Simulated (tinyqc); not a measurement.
# Fermi-level pinning at a metal contact (Cowley-Sze model): unpinning by a thin insulator

Interface states of density Ds lie behind a thin layer of thickness dl. Neglecting the depletion charge, the barrier for electrons is phi = S (pM - chi) + (1 - S) E0 with S = 1/(1 + q Ds dl/(eps0 ei)); the barrier for holes is Eg - phi.

An inserted insulator of thickness t and permittivity 5.8 damps the metal-induced states, Ds(t) = Ds exp(-t/0.48 nm), and adds t/5.8 to dl/ei.

Values chosen for this exercise; material values close to those of germanium: band gap Eg = 0.661 eV; electron affinity chi = 3.93 eV; density of interface states Ds = 9.6e13 cm^-2 eV^-1; depth of their neutrality level below the conduction edge E0 = 0.41 eV; thickness of the interface layer dl = 0.36 nm; its relative permittivity ei = 3.5; metal work function pM = 4.6 eV.

Constants: q = 1.602176634e-19 C, eps0 = 8.8541878128e-14 F/cm where lengths are in cm. Results are converted to the units shown.

Unpinning by a thin insulator:
```
t (nm)  Ds(t) (cm^-2 eV^-1)       S  phi (eV)
0                  9.600e13  0.3588    0.5033
0.3                5.139e13  0.4103    0.5167
0.6                2.750e13  0.4934    0.5383
0.9                1.472e13  0.5926    0.5641
1.2                7.880e12  0.6936    0.5903
1.5                4.218e12  0.7838    0.6138
1.8                2.258e12  0.8556    0.6324
2.1                1.208e12  0.9077    0.6460
2.4                6.468e11  0.9430    0.6552
```

What does the comparison show?

S rises from 0.359 to 0.943, and phi rises from 0.503 to 0.655 eV, towards pM - chi = 0.670 eV. The insulator also adds a tunnelling resistance, which is not counted here and sets a best thickness.

Program tinyqc, `OMP_NUM_THREADS=1 python tinyqc.py 2430017 2430018 out.jsonl`; Intel Xeon 2.30GHz, shared host, one thread, about 0.01 s.
